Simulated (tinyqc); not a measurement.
Strained quantum well: band edges, subbands and transparency: sweeps and comparisons. A value that a table varies takes the place of the one given here.

Growth on (001), barriers unstrained: tr(e) = e (2 - nu2), Z = b e (1 + nu2); Ec = Ev + Eg + ac tr(e), E_HH = Ev + av tr(e) + Z, E_LH = Ev + av tr(e) - Z (coupling to the split-off band left out).

Masses along z: me, 1/(g1 - 2 g2) for HH, 1/(g1 + 2 g2) for LH, likewise in the barrier; in the plane me, 1/(g1 + g2) for HH and 1/(g1 - g2) for LH (no mixing, which understates the hole masses away from k = 0). Level n solves k L + 2 atan[(k/m)/(kappa/mb)] = n pi, k = sqrt(m E/c), kappa = sqrt(mb (V - E)/c), c = hbar^2/2m0.

Transparency (Bernard-Duraffourg): Fc - Fv equals the lowest transition energy with n = p, n = sum m/(2 pi c) kB T ln(1 + exp((Fc - E)/kB T)) and p likewise over the listed subbands; c = hbar^2/2m0, 1/angstrom^2 = 1e16/cm^2.

Constants: hbar^2/2m0 = 3.80998211 eV angstrom^2; kB = 8.617333262e-05 eV/K; hc = 1239.841984 eV nm.

Values chosen for the exercise (near those of an InGaAs/InP well; not measured data): nu2 = 1.029 (2 C12/C11); Eg = 0.537 eV (unstrained gap of the well); Ev = -0.572 eV (its valence edge); ac = -5.67 eV; av = 1.04 eV (Ev moves by av tr(e)); b = -1.86 eV (shear potential); Egb = 1.348 eV (gap of the barrier); Evb = -0.94 eV (its valence edge); L = 50 angstrom (well width); me = 0.0357 m0 (electron mass); g1 = 16.35 (gamma1); g2 = 6.7 (gamma2); meb = 0.08 m0; g1b = 5.08; g2b = 1.6; T = 350 K (temperature); es = (-0.02, -0.014, -0.008, -0.003, 0, 0.003, 0.007, 0.012) (strains); e = -0.0125 (strain in the plane); Ls = (30, 40, 55, 70, 90, 120) angstrom (widths).

## Strain as a design knob

Only the strain is changed; the unstrained gap and the masses are kept.

Results:

| e (%) | wavelength (nm) | top hole | hh1 - lh1 (meV) | n_tr (1e12/cm^2) | share in top |
|---|---|---|---|---|---|
| -2.0 | 1713 | hh1 | 205 | 0.357 | 0.92 |
| -1.4 | 1741 | hh1 | 165 | 0.359 | 0.91 |
| -0.8 | 1772 | hh1 | 124 | 0.365 | 0.88 |
| -0.3 | 1798 | hh1 | 89 | 0.382 | 0.80 |
| 0.0 | 1815 | hh1 | 69 | 0.402 | 0.71 |
| 0.3 | 1832 | hh1 | 48 | 0.436 | 0.60 |
| 0.7 | 1856 | hh1 | 20 | 0.512 | 0.41 |
| 1.2 | 1930 | lh1 | -15 | 0.566 | 0.77 |

How do the results move?

n_tr is largest at e = +1.2 % (0.57), where hh1 - lh1 = -15 meV and the top subband holds 77 % of the holes, and smallest, 0.36, at -2.0 and -1.4 %. The top hole level turns from hh to lh, and the light from TE to TM, between +0.7 and +1.2 %. The wavelength runs from 1713 to 1930 nm.

## Width of the well

All levels anew.

Results:

| L (angstrom) | wavelength (nm) | top hole | hh1 - lh1 (meV) | n_tr (1e12/cm^2) | share in top | n_tr/L (1e18/cm^3) |
|---|---|---|---|---|---|---|
| 30 | 1534 | hh1 | 174 | 0.346 | 0.99 | 1.15 |
| 40 | 1657 | hh1 | 164 | 0.350 | 0.96 | 0.88 |
| 55 | 1786 | hh1 | 150 | 0.367 | 0.87 | 0.67 |
| 70 | 1872 | hh1 | 140 | 0.389 | 0.77 | 0.56 |
| 90 | 1949 | hh1 | 130 | 0.422 | 0.65 | 0.47 |
| 120 | 2019 | hh1 | 120 | 0.475 | 0.52 | 0.40 |

What does this show?

The wavelength tunes by 485 nm. The sheet density at transparency changes from 0.35 to 0.47, the top hole subband holding 0.99 and 0.52 of the holes at the ends, while the volume density falls by a factor 2.9. Critical thickness and carrier escape are left out.

## What each parameter does

Edge wavelength, hh1 - lh1 and n_tr. Each row changes one parameter from the base and keeps the others.

Results:

| case | wavelength (nm) | hh1 - lh1 (meV) | n_tr (1e12/cm^2) |
|---|---|---|---|
| base | 1748.6 | 154.5 | 0.360 |
| L = 42 angstrom | 1677.5 | 162.0 | 0.352 |
| e = -0.0145 | 1738.8 | 168.1 | 0.359 |
| Eg = 0.517 eV | 1792.4 | 154.5 | 0.360 |
| b = -2.14 eV | 1766.1 | 167.5 | 0.359 |
| ac = -5.1 eV | 1763.5 | 154.5 | 0.360 |
| me = 0.0393 m0 | 1754.1 | 154.5 | 0.379 |
| g1 = 17.33 | 1736.9 | 150.1 | 0.348 |
| T = 390 K | 1748.6 | 154.5 | 0.408 |

What can be read from the table?

The largest shifts from the base row, up to three for each result and ties (the steps differ in size, so this ranks the rows, not the parameters). wavelength (nm): L -71.2, Eg +43.7, b +17.4; unchanged at the printed digits by T. hh1 - lh1 (meV): e +13.6, b +13.1, L +7.6; unchanged at the printed digits by Eg, ac, me and T. n_tr (1e12/cm^2): T +0.048, me +0.019, g1 -0.012; unchanged at the printed digits by Eg and ac.

tinyqc: `OMP_NUM_THREADS=1 python tinyqc.py 1251258 1251259 out.jsonl`; about 0.01 s, one thread, shared Intel(R) Xeon(R) Processor @ 2.30GHz.
